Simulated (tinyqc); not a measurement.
# Donor binding, ionisation and the Mott limit: ionisation against doping

Hydrogenic donor: Ry = (m0 q^3/(8 eps0^2 h^2)) me/eps_r^2 in eV, E0 = cc Ry, radius a = q/(8 pi eps0 eps_r E0), Mott density Nm = (0.26/a)^3. Below Nm the level sinks as Ed = E0 [1 - (N/Nm)^(1/3)]. Neutrality: Nc F12(eta) = N/(1 + 2 exp(eta + Ed/kB T)), F12(x) = (2/sqrt(pi)) int_0^infinity sqrt(u)/(1 + exp(u - x)) du.

The neutrality equation is solved with F12 in each row.

Inputs (values chosen for the exercise); band and dielectric values close to those of 4H silicon carbide: temperature T = 77 K; relative permittivity eps_r = 9.89; mass in the hydrogenic formula, set independently of Nc me = 0.363 m0; conduction-band density of states at 77 K Nc = 2.22e18 cm^-3; ratio of the true binding energy to the hydrogenic one cc = 2.

Constants: q = 1.602176634e-19 C, kB = 1.380649e-23 J/K, eps0 = 8.8541878128e-12 F/m, h = 6.62607015e-34 J s, m0 = 9.1093837015e-31 kg, Vt = kB T/q. Results are converted to the units shown.

Results:

| N (cm^-3) | N/Nm | Ed (meV) | ionised (%) | ionised with Ed = E0 (%) |
|---|---|---|---|---|
| 2.4e16 | 5.115e-4 | 92.91 | 0.6175 | 0.3365 |
| 6.1e16 | 0.001300 | 89.96 | 0.4839 | 0.2112 |
| 1.5e17 | 0.003197 | 86.11 | 0.4127 | 0.1347 |
| 3.9e17 | 0.008312 | 80.53 | 0.3898 | 0.08357 |
| 2.5e18 | 0.05328 | 62.99 | 0.5763 | 0.03302 |
| 6.3e18 | 0.1343 | 49.27 | 1.014 | 0.02080 |
| 1.6e19 | 0.3410 | 30.43 | 2.541 | 0.01305 |
| 4e19 | 0.8526 | 5.229 | 8.301 | 0.008253 |

Estimate the missing row, N = 9.9e17 cm^-3.

Computed row:

| N (cm^-3) | N/Nm | Ed (meV) | ionised (%) | ionised with Ed = E0 (%) |
|---|---|---|---|---|
| 9.9e17 | 0.02110 | 73.08 | 0.4287 | 0.05246 |

With this row back in the table: The ionised share goes from 0.618 through a minimum of 0.390 (at N = 3.9e17 cm^-3 among the rows listed) to 8.30 %, against 0.336 to 0.00825 % for a fixed level: a higher density raises EF against the level, which fills more donors, while the sinking Ed works the other way.

Range of the model: A sharp level with degeneracy 2 overstates freeze-out near Nm, where the impurity band broadens and merges with the conduction band.

Program tinyqc, `OMP_NUM_THREADS=1 python tinyqc.py 2330085 2330086 out.jsonl`; Intel Xeon 2.30GHz, shared host, one thread, about 0.01 s.
